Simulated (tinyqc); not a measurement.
Ideality, saturation current and resistance from three points.

Question. Well above the saturation current a diode obeys V = n Vt ln(I/I0) + I Rs. Find n, Rs and I0.

Parameters, values chosen for the exercise: temperature T = 450 K.

Constants: q = 1.602176634e-19 C, kB = 1.380649e-23 J/K, Vt = kB T/q. Results are converted to the units shown.

currents (A): [1e-6, 0.0003, 0.03]
voltages (V): [0.37023008, 0.78641126, 1.5937687]

Solution. V is linear in the three unknowns n Vt, Rs and -n Vt ln I0, so three points give a linear system.

n = 1.86
Rs = 16.0 ohm
I0 = 5.90e-9 A

Program tinyqc, `OMP_NUM_THREADS=1 python tinyqc.py 2260124 2260125 out.jsonl`; Intel Xeon 2.30GHz, shared host, one thread, about 0.01 s.
